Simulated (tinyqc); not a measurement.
Changing the width of the test line: electron-beam lithography: double-Gaussian proximity function, edge placement and dose correction for parallel lines. Computed by tinyqc, a small Python program. Command: `OMP_NUM_THREADS=1 python tinyqc.py 3112244 3112245 out.jsonl proximity sweep`. One thread of a shared host (Intel(R) Xeon(R) Processor @ 2.30GHz), about 0.01 s of CPU time with the checks.

Lines are infinitely long. Absorbed energy is counted so that the middle of a very large area written at dose 1 receives 1; the resist develops where it exceeds 1/2.

Inputs (values chosen for the exercise, of the order of those for 50 keV electrons in resist on silicon):
```
quantity                              value               unit
forward range alpha                   0.027         micrometre
backscatter ratio eta                     1                  -
base dose D0                            430  microcoulomb/cm^2
pattern density around the test line   0.51                  -
```

Method. A test line of width w << beta in surroundings of density rho, all at dose d: near its edge E(x) = d [S + eta rho]/(1 + eta), S = [erf((b - x)/alpha) - erf((a - x)/alpha)]/2 for edges a and b, the second term being the background energy. Dose to size d_s = (1 + eta)/(erf(w/alpha) + 2 eta rho), dose = d_s D0; edge slope d [1 - exp(-w^2/alpha^2)]/(sqrt(pi) alpha (1 + eta)); width change per 1 % of dose = 2 x 0.01 x (1/2)/slope.

One run for each value:
```
width of the test line (micrometre)  dose to size d_s  width change per 1 % of dose (nm)  edge slope (1/nm)
0.011                                          1.3741                             4.5544           0.002196
0.018                                          1.1946                             2.2329           0.004478
0.029                                          1.0575                             1.3222           0.007563
0.046                                          0.9980                             1.0147           0.009855
0.075                                          0.9901                             0.9671           0.010340
0.120                                          0.9901                             0.9667           0.010345
0.200                                          0.9901                             0.9667           0.010345
0.320                                          0.9901                             0.9667           0.010345
```

Describe and explain the trends.

Over the rows, dose to size d_s falls from 1.37 to 0.990, flat over part of the range; width change per 1 % of dose (nm) falls from 4.55 to 0.967, flat over part of the range; edge slope (1/nm) rises from 0.00220 to 0.0103, flat over part of the range. Forward scattering raises the dose needed once w falls below about 1.5 alpha, where erf(w/alpha) drops visibly below 1.
